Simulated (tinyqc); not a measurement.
Nudged elastic band on a two-dimensional model surface: one step, computed by the program tinyqc.

V(x, y) = h u^2 + t x + (kappa/2)(y + c u)^2 with u = x^2/w^2 - 1; the path runs from the minimum near (-w, 0) to that near (w, 0).

Question. Stationary points. Newton steps x(new) = x - H^-1 grad V (moves limited to 0.3 angstrom) from (-w, 0), (w, 0) and (0, c) give the two minima and the saddle.

Inputs (values chosen for the exercise, for a model surface):
```
quantity                    value           unit
height h                     0.21             eV
half width w                 0.99       angstrom
transverse stiffness kappa    4.3  eV/angstrom^2
curvature c                  0.58       angstrom
tilt t                      0.072    eV/angstrom
```

Surface: curved double well. Climbing image: on.

Give: positions; energies; barrier from the start.

Answer.

positions (angstrom):
```
              x        y
start   -1.0296  -0.0473
end      0.9450   0.0516
saddle   0.0846   0.5758
```

energies (eV): start -0.07273, end 0.06970, saddle 0.21304

barrier from the start = 0.28577 eV
